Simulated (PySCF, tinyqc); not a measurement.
Worked calculation: CID on RHF in the 6-31g basis, for H2, spin multiplicity 1. The lowest restricted solution is unstable here: a spin-polarised one lies 0.0080 hartree lower (PySCF). One step of it, computed by the program tinyqc.

Task: CID: determinants and Hamiltonian. Slater-Condon rules over spin orbitals, with the nuclear repulsion added and E(HF) subtracted on the diagonal.

one-electron integrals over orbitals h = C^T H C (hartree):
```
           1          2         3          4
1  -0.952812   0.000000  0.000000  -0.100345
2   0.000000  -0.658081  0.165081   0.000000
3   0.000000   0.165081  0.142777   0.000000
4  -0.100345   0.000000  0.000000   0.163006
```

Two-electron integrals over orbitals (pq|rs), unique and non-zero (hartree):
```
(11|11) 0.495343    (21|21) 0.133792    (22|11) 0.435641    (22|22) 0.414533
(31|21) -0.074147   (31|31) 0.084590    (32|11) -0.119614   (32|22) -0.086782
(32|32) 0.087061    (33|11) 0.485783    (33|22) 0.440668    (33|32) -0.143391
(33|33) 0.531067    (41|11) 0.100346    (41|22) 0.080845    (41|32) -0.078077
(41|33) 0.135545    (41|41) 0.078757    (42|21) 0.050186    (42|31) -0.067573
(42|42) 0.057736    (43|21) -0.151095   (43|31) 0.114559    (43|42) -0.084623
(43|43) 0.209158    (44|11) 0.474869    (44|22) 0.426435    (44|32) -0.133084
(44|33) 0.506621    (44|41) 0.118028    (44|44) 0.492958
```

nuclear repulsion = 0.38739181 hartree

Hartree-Fock energy = -1.02288944 hartree

Give: determinants; H - E(HF) between determinants.

Result:

Occupation strings over the orbitals (2 doubly, a alpha, b beta, 0 empty; spin orbitals ordered 1a 1b 2a 2b ...): 2000 0200 0ab0 0a0b 0ba0 0020 00ab 0b0a 00ba 0002

H - E(HF) between determinants (hartree):
```
        2000    0200    0ab0    0a0b    0ba0    0020    00ab    0b0a
2000   0.000   0.134  -0.074   0.000   0.074   0.085   0.000   0.000
0200   0.134   0.509   0.078   0.000  -0.078   0.087   0.000   0.000
0ab0  -0.074   0.078   1.336   0.000  -0.087   0.022   0.000   0.000
0a0b   0.000   0.000   0.000   1.342   0.000   0.000   0.032  -0.058
0ba0   0.074  -0.078  -0.087   0.000   1.336  -0.022   0.000   0.000
0020   0.085   0.087   0.022   0.000  -0.022   2.227   0.000   0.000
00ab   0.000   0.000   0.000   0.032   0.000   0.000   2.223   0.085
0b0a   0.000   0.000   0.000  -0.058   0.000   0.000   0.085   1.342
00ba   0.000   0.000   0.000   0.085   0.000   0.000  -0.209   0.032
0002   0.079   0.058  -0.085   0.000   0.085   0.209   0.000   0.000

        00ba    0002
2000   0.000   0.079
0200   0.000   0.058
0ab0   0.000  -0.085
0a0b   0.085   0.000
0ba0   0.000   0.085
0020   0.000   0.209
00ab  -0.209   0.000
0b0a   0.032   0.000
00ba   2.223   0.000
0002   0.000   2.229
```
